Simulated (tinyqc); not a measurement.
Comparisons within one model: carbon nanotube by zone folding. A value that a table varies takes the place of the one given here.

Circumference C = n a1 + m a2, a = sqrt3 acc; d = a sqrt(n^2 + nm + m^2)/pi; tan(theta) = sqrt3 m/(2n + m); dR = gcd(2n + m, 2m + n); T = t1 a1 + t2 a2 with t1 = (2m + n)/dR, t2 = -(2n + m)/dR, |T| = sqrt3 pi d/dR; N = 2 (n^2 + nm + m^2)/dR hexagons a cell. On cutting line mu = 0 to N - 1 at x = k|T|/(2 pi) the phases are p1 = 2 pi (-t2 mu + m x)/N, p2 = 2 pi (t1 mu - n x)/N, and E = -/+ t |1 + exp(i p1) + exp(i p2)|.

Inputs chosen for the exercise (near those used for carbon; shifted at random, so the results belong to these values and not to a real crystal): t = 2.69 eV (hopping); acc = 1.42 angstrom (bond length); tubes = ((15, 13), (12, 8), (15, 2), (6, 4), (15, 14), (10, 2), (15, 11)) (pairs (n, m)); n = 17 (chiral index); m = 0 (chiral index).

## Semiconducting tubes compared

E11 and E22 are twice the two lowest band edges; the cone gives E11 d = 2 t acc and E22/E11 = 2.

Tubes:
```
(n,m)    d (angstrom)  theta (deg)  (n - m) mod 3  E11 (eV)  E22 (eV)  E11 d/(2 t acc)  E22/E11
(15,13)         19.00         27.6              2    0.4023    0.7988            1.001    1.985
(12,8)          13.65         23.4              1    0.5555    1.1247            0.993    2.025
(15,2)          12.60          6.2              1    0.5950    1.2515            0.981    2.103
(6,4)            6.83         23.4              2    1.1247    2.1315            1.005    1.895
(15,14)         19.67         28.9              1    0.3879    0.7753            0.998    1.999
(10,2)           8.72          8.9              2    0.8956    1.6543            1.022    1.847
(15,11)         17.70         24.9              1    0.4297    0.8658            0.995    2.015
```

E11 follows 1/d first. For mod 1 the scaled E11 lies below one (0.981 to 0.998) and E22/E11 on both sides of two (1.999 to 2.103). For mod 2 the scaled E11 lies above one (1.001 to 1.022) and E22/E11 below two (1.847 to 1.985). The largest departure of the scaled E11 is that of (10,2); warping acts as cos(3 theta)/d, most for thin tubes near zigzag. Below about 8 angstrom curvature, left out of zone folding, changes the gaps further.

## Neighbouring tubes

Diameter, chiral angle and twice the lowest band edge. Each row changes one parameter from the base and keeps the others.

Results:
```
case                 d (angstrom)  theta (deg)  gap (eV)
base                       13.309         0.00    0.5839
n = 18                     14.092         0.00    0.0000
m = 1                      13.717         2.83    0.5471
t = 2.825 eV               13.309         0.00    0.6132
acc = 1.46 angstrom        13.684         0.00    0.5839
```

The largest shifts from the base row, up to three for each result and ties (the steps differ in size, so this ranks the rows, not the parameters). d (angstrom): n +0.783, m +0.408, acc +0.375; unchanged at the printed digits by t. theta (deg): m +2.83; unchanged at the printed digits by n, t and acc. gap (eV): n -0.5839, m -0.0368, t +0.0293; unchanged at the printed digits by acc. In zone folding the gap does not depend on acc at fixed (n, m); a step in n or m changes (n - m) mod 3 and closes the gap where that becomes zero.

Run: tinyqc, `OMP_NUM_THREADS=1 python tinyqc.py 1480826 1480827 out.jsonl`; Intel(R) Xeon(R) Processor @ 2.30GHz, one thread, shared host; about 0.04 s of CPU time with all checks.
